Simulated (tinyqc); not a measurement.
The window in starting coverage: bottom-up copper filling of a trench by curvature-enhanced accelerator coverage. Computed by tinyqc, a small Python program. Command: `OMP_NUM_THREADS=1 python tinyqc.py 3020964 3020965 out.jsonl superfill walk`. One thread of a shared host (Intel(R) Xeon(R) Processor @ 2.30GHz), about 0.06 s of CPU time with the checks.

A rectangular trench keeps vertical walls and a flat floor. An accelerator floats on the surface; where area is lost in the corners it is passed on to the floor.

Inputs (values chosen for the exercise, close to those used for damascene copper plating):

| quantity | value | unit |
|---|---|---|
| trench width w | 360 | nm |
| aspect ratio h/w | 1.2 | - |
| exchange current of the suppressed surface i_0 | 0.034 | mA/cm^2 |
| exchange current of the accelerated surface i_1 | 2 | mA/cm^2 |
| transfer coefficient alpha | 0.44 | - |
| overpotential eta | 0.18 | V |
| adsorption rate k_a | 0 | 1/s |
| cupric ion concentration C | 0.35 | mol/l |
| diffusivity D | 4.1e-06 | cm^2/s |
| boundary layer delta | 79 | um |
| temperature T | 298 | K |

Constants: e = 1.602176634e-19 C; N_A = 6.02214076e+23 1/mol; k_B = 8.617333262e-05 eV/K.

Method. Kinetic current i_k = [i_0 (1 - theta) + i_1 theta] exp(alpha eta/(k_B T)), limit i_L = 2 F D C/delta, i = 1/(1/i_k + 1/i_L); velocity v = i Omega/(2F), Omega = 7.11 cm^3/mol, F = e N_A. Depletion inside the trench is ignored. Half width x, floor height y, depth h = aspect ratio x w. dx/dt = -v_s, dy/dt = v_b. d theta_b/dt = k_a (1 - theta_b) + [theta_s v_b + theta_b v_s]/x: the floor takes the accelerator of the wall it covers and keeps its own as it narrows. d theta_s/dt = k_a (1 - theta_s). theta_b is capped at 1. Integrate (tolerance 1e-9) until the walls meet (x = 0.02 w/2) or the floor passes the original mouth y = h. Start: x = w/2, y = 0, theta_b = theta_s = theta_0. Height filled = y/h, opening left = x/(w/2).

Outcome:

| theta_0 | v(1)/v(theta_0) | height filled | opening left | time (s) |
|---|---|---|---|---|
| 0.001 | 25.306 | 0.5453 | 0.02000 | 622.91 |
| 0.003 | 22.867 | 0.7972 | 0.02000 | 562.87 |
| 0.010 | 17.145 | 1.0000 | 0.07022 | 400.39 |
| 0.020 | 12.696 | 1.0000 | 0.12004 | 280.61 |
| 0.050 | 7.284 | 1.0000 | 0.14351 | 156.69 |
| 0.100 | 4.415 | 1.0000 | 0.07952 | 102.08 |
| 0.200 | 2.639 | 0.8354 | 0.02000 | 64.95 |
| 0.400 | 1.640 | 0.6132 | 0.02000 | 40.37 |
| 0.800 | 1.109 | 0.4503 | 0.02000 | 27.30 |

What follows from these numbers?

The fill succeeds for theta_0 from 0.01 to 0.1 among these rows, with the widest margin at 0.05. Too little accelerator takes too long to concentrate. Too much speeds the walls as well and removes the contrast.
